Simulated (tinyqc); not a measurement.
Space-charge-limited current with shallow traps: one step of the calculation.

One carrier type, drift only, an injecting contact at x = 0 (zero field) and thickness L. The share th = y/(1 + y), y = (Nc/Nt) exp(-Et/kB T), of the injected charge is free: J = q mu n F, eps0 eps_r dF/dx = q (n - n0)/th.

Problem. The exact current. Exact: with u = n0/n(L), w = -u - ln(1 - u) and v = -u - u^2/2 - ln(1 - u), V = (q n0 L^2/(th eps0 eps_r)) v/w^2 and J = q^2 n0^2 mu L/(th eps0 eps_r w). v/w^2 falls steadily with u, so u follows by bisection.

Parameters, values chosen for the exercise:

| symbol | value | unit | meaning |
|---|---|---|---|
| T | 250 | K | temperature |
| eps_r | 9.1 |  | relative permittivity |
| mu | 20 | cm^2/(V s) | mobility |
| L | 360 | nm | thickness |
| Nc | 8e19 | cm^-3 | band density of states |
| Nt | 1.1e18 | cm^-3 | trap density |
| Et | 0.36 | eV | trap depth |
| n0 | 1.8e10 | cm^-3 | free carrier density in equilibrium |
| V | 7.7 | V | voltage |

Constants: q = 1.602176634e-19 C, kB = 1.380649e-23 J/K, Vt = kB T/q, eps0 = 8.8541878128e-14 F/cm where lengths are in cm. Results are converted to the units shown.

Find: v/w^2; u; w; J; exit field over V/L.

Solution.

v/w^2 = 6.676
u = 0.1785
w = 0.01812
J = 0.1020 A/cm^2
exit field over V/L = 1.476

J is 2.8 % below the plain sum of the two limits; the exit field lies between the ohmic 1 and the Mott-Gurney 1.5.

Range of the model: Diffusion and a field-dependent mobility are left out. With injecting contacts the diffusion current, about 4 pi^2 Vt th eps0 eps_r mu V/L^3, equals the Mott-Gurney current at V = 35 kB T/q (0.9 V at 300 K), so the drift-only result needs V well above that.

Numbers from tinyqc (`OMP_NUM_THREADS=1 python tinyqc.py 2370044 2370045 out.jsonl`; about 0.01 s on one thread of a shared Intel Xeon 2.30GHz).
